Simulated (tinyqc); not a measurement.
Quasi-harmonic thermal expansion with mode Grueneisen parameters. Changing the static bulk modulus B0. Computed by tinyqc, a small Python program. Command: `OMP_NUM_THREADS=1 python tinyqc.py 3011823 3011824 out.jsonl qha sweep`. One thread of a shared host (Intel(R) Xeon(R) Processor @ 2.30GHz), about 0.07 s of CPU time with the checks.

A crystal with two atoms a cell; per atom there are 1 transverse acoustic (TA), 1/2 longitudinal acoustic (LA) and 3/2 optical (O) modes. Every frequency of group i scales as nu_i (V/V0)^(-gamma_i). Each group has one frequency. Static energy: E = (9 V0 B0/16) [y^3 B' + y^2 (2 - 4 y)], y = (V0/V)^(2/3) - 1, with pressure P_s = (3 B0/2) (z^7 - z^5) [1 + (3/4)(B' - 4)(z^2 - 1)], z = (V0/V)^(1/3).

Inputs (values chosen for the exercise, for a model crystal):
```
quantity                       value             unit
static volume V0                20.1  angstrom^3/atom
static B'                       4.46                -
frequency nu_TA                 6.96              THz
frequency nu_LA                 15.5              THz
frequency nu_O                  19.8              THz
Grueneisen parameter gamma_TA   0.57                -
Grueneisen parameter gamma_LA    1.9                -
Grueneisen parameter gamma_O     1.2                -
temperature T                    300                K
step factor f                    0.6                -
```

Acoustic groups: Einstein.

Constants: h x 1 THz = 4.135667696 meV; k_B = 8.617333262e-05 eV/K; 1 eV/angstrom^3 = 160.2176634 GPa.

Method:
- For a mode with x = h nu/(k_B T), n = 1/(exp(x) - 1): U = h nu (n + 1/2), C/k_B = x^2 n (n + 1); U_i and C_i sum these over group i with its weight per atom.
- Phonon pressure P_ph = sum_i gamma_i U_i/V.
- gamma_th = sum gamma_i C_i / sum C_i; volume expansion coefficient alpha_V = gamma_th C k_B/(B0 V0); linear coefficient alpha_V/3; first-order volume change P_ph/B0.
- Start at V0 and step V(new) = V [1 + f (P_s + P_ph)/B0]; stop when |P_s + P_ph| < 1e-8 GPa, after 60 steps, or when V leaves 0.7 to 1.3 V0.
- B_T = -V d(P_s + P_ph)/dV at fixed T (central difference, step 1e-4 V); alpha_V = sum gamma_i C_i k_B/(B_T V), all at V(T); the linear coefficient is alpha_L = alpha_V/3.
- C_P - C_V = alpha_V^2 B_T V T; the optical frequency is nu_O (V/V0)^(-gamma_O).
- At T = 0, U_i is the zero-point energy (h nu/2 a mode); solve P_s + P_ph = 0.

One run for each value; columns: (1) static bulk modulus B0 (GPa); (2) volume change from V0 (%); (3) linear expansion coefficient (ppm/K); (4) linear expansion, Grueneisen estimate (ppm/K); (5) zero-point volume change (%):
```
(1)      (2)    (3)    (4)    (5)
59.2   1.812  7.852  7.450  1.522
78.9   1.354  5.814  5.590  1.140
105.0  1.014  4.326  4.200  0.856
140.0  0.759  3.221  3.150  0.641
187.0  0.567  2.398  2.359  0.480
250.0  0.424  1.786  1.764  0.359
333.0  0.318  1.337  1.324  0.269
444.0  0.238  1.000  0.993  0.202
```

What does the table show, and why?

Over the rows, volume change from V0 (%) falls from 1.81 to 0.238 (exponent d ln y / d ln x about -1.0 throughout); linear expansion coefficient (ppm/K) falls from 7.85 to 1.00 (exponent d ln y / d ln x about -1.0 throughout); linear expansion, Grueneisen estimate (ppm/K) falls from 7.45 to 0.993 (exponent d ln y / d ln x about -1.0 throughout). The exponent of linear expansion coefficient stays between -1.05 and -1.01, near -1: alpha_L = gamma C/(3 B V). The exponent of zero-point volume change stays at -1: the shift is P_ph/B0. The same phonon pressure moves a soft crystal further. The estimate at V0 is 0.949 of the full alpha in the first row and 0.993 in the last: it is exact in the stiff limit.
